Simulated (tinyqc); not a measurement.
Two electrons on one impurity (helium-like model): one step. The minimum over a and b. Four cases, with inputs chosen for the exercise.

Task: Give a, b, E, both binding energies and U, their difference.

Units Ha* = 2 Ry m/eps^2 and a* = a0 eps/m. One electron is bound by Z^2/2. Two electrons in the singlet built from exp(-a r) and exp(-b r): S = 8 (ab)^(3/2)/(a + b)^3, h_aa = a^2/2 - Z a, h_bb alike, h_ab = S (ab/2 - Z (a + b)/2), J = ab (a^2 + 3ab + b^2)/(a + b)^3, K = 20 (ab)^3/(a + b)^5, E = (h_aa + h_bb + 2 S h_ab + J + K)/(1 + S^2). For a = b this is a^2 - 2 Z a + 5a/8. Real double donors are deeper, since the central cell is left out.

Case 1.

Values chosen (out of a larger set: near those of impurities in Si; not measured data): Z = 1 (effective charge (1: D- centre, 2: double donor; other values mimic a central cell)).

Ha* = 66.79311 meV
a* = 18.9110 angstrom
E with equal orbitals = -0.4726562 Ha*

Case 2.

Values chosen (out of a larger set: near those of impurities in Ge; not measured data): Z = 1 (effective charge (1: D- centre, 2: double donor; other values mimic a central cell)).

Ha* = 19.34406 meV
a* = 47.7177 angstrom
E with equal orbitals = -0.4726562 Ha*

Case 3.

Values chosen (out of a larger set: near those of impurities in Si; not measured data): Z = 2 (effective charge (1: D- centre, 2: double donor; other values mimic a central cell)).

Ha* = 58.60796 meV
a* = 20.6466 angstrom
E with equal orbitals = -2.8476562 Ha*

Case 4.

Values chosen (out of a larger set: near those of impurities in Si; not measured data): Z = 2 (effective charge (1: D- centre, 2: double donor; other values mimic a central cell)).

Ha* = 62.48750 meV
a* = 19.8656 angstrom
E with equal orbitals = -2.8476562 Ha*

Give: a, b; E; binding of the first and second electron; U.

Result:

Case 1.

a, b (1/a*): 1.039  0.283

E = -0.51330 Ha*

binding of the first and second electron (meV): 33.40  0.89

U = 32.51 meV

Letting one electron stay close and the other roam (decay lengths 18 and 67 angstrom) gains 2.71 meV. The exact value for Z = 1 is -0.52775, a binding of 1.85 meV, so this function recovers 48 % of it.

Case 2.

a, b (1/a*): 1.039  0.283

E = -0.51330 Ha*

binding of the first and second electron (meV): 9.67  0.26

U = 9.41 meV

Letting one electron stay close and the other roam (decay lengths 46 and 168 angstrom) gains 0.79 meV. The exact value for Z = 1 is -0.52775, a binding of 0.54 meV, so this function recovers 48 % of it.

Case 3.

a, b (1/a*): 2.183  1.189

E = -2.87566 Ha*

binding of the first and second electron (meV): 117.22  51.32

U = 65.90 meV

Letting one electron stay close and the other roam (decay lengths 9 and 17 angstrom) gains 1.64 meV. The exact value for Z = 2 is -2.90372, 1.64 meV lower.

Case 4.

a, b (1/a*): 2.183  1.189

E = -2.87566 Ha*

binding of the first and second electron (meV): 124.98  54.72

U = 70.26 meV

Letting one electron stay close and the other roam (decay lengths 9 and 17 angstrom) gains 1.75 meV. The exact value for Z = 2 is -2.90372, 1.75 meV lower.

Computed by tinyqc, one run a case: `OMP_NUM_THREADS=1 python tinyqc.py N N+1 out.jsonl` with N = 1251803, 1251846, 1251968, 1252167; one thread of a shared Intel(R) Xeon(R) Processor @ 2.30GHz, about 0.03 s a run at most.
